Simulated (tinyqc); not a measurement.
# Read current of a NAND string, cells in series solved by shooting: read current against the number of cells

Cells in series, numbered from 0 at the source line (0 V) to the bit line, each followed by a gap resistance Rg. A cell with gate Vg, threshold VT, source Vs and drain Vd passes I = 2 nf K Vt^2 [F(Vs) - F(Vd)]/(1 + th max(Vg - VT, 0)), F(V) = ln^2(1 + exp((Vg - VT - nf V)/(2 nf Vt))). The selected cell has Vg = Vr, the others Vg = Vp.

For a trial current I start at 0 V and, cell by cell, solve for the drain: sqrt(F(Vd)) = sqrt(F(Vs) - I/k), k = 2 nf K Vt^2/(1 + th max(Vg - VT, 0)), Vd = [Vg - VT - 2 nf Vt ln(exp(sqrt F) - 1)]/nf, then add I Rg. The string current is the I for which the last node reaches Vbl. The apparent threshold is the Vr at which I = Is. Background: all other cells erased (VT = Ve) or all in the highest state (VT = Vh); ratio and shift are high over erased and high minus erased. The selected cell is in the middle, cell n/2.

Inputs (values chosen for the exercise); values of the order met in vertical NAND strings:
```
symbol,value,unit,meaning
T,300,K,temperature
K,23,uA/V^2,gain factor of a cell
nf,1.4,,slope factor
th,0.17,1/V,mobility reduction factor
Rg,1.9,kohm,resistance of the gap between cells
Vbl,0.3,V,bit-line voltage
Vp,7.1,V,pass voltage
Ve,-1.2,V,threshold of an erased cell
Vh,3.1,V,threshold of the highest state
Vx,1.4,V,threshold of the selected cell
Is,50,nA,sensing current
Vr,2.73,V,read voltage on the selected word line
```

Constants: q = 1.602176634e-19 C, kB = 1.380649e-23 J/K, Vt = kB T/q. Results are converted to the units shown.

Read current against the number of cells:
columns A: n; B: I, others erased (uA); C: I, others high (uA); D: ratio; E: apparent VT, erased (V); F: apparent VT, high (V); G: background shift (mV)
```
A         B        C       D      E      F      G
8     1.947    1.514  0.7776  1.453  1.454  1.596
16    1.100   0.8170  0.7424  1.457  1.460  3.197
32   0.5881   0.4250  0.7228  1.465  1.471  6.417
64   0.3044   0.2169  0.7124  1.481  1.494  12.93
96   0.2053   0.1456  0.7089  1.498  1.517  19.57
128  0.1549   0.1096  0.7071  1.514  1.541  26.45
192  0.1039  0.07329  0.7053  1.548  1.591  43.19
```

What does the table show?

With erased neighbours the current falls from 1.95 to 0.104 uA, as n^(-0.82) between the first two rows and n^(-0.99) between the last two (-1 once the series resistance rules). The ratio falls from 0.778 to 0.705 and the background shift rises from 1.60 to 43.2 mV.

tinyqc, about 0.4 s, one thread, Intel Xeon 2.30GHz (shared host): `OMP_NUM_THREADS=1 python tinyqc.py 2142077 2142078 out.jsonl`
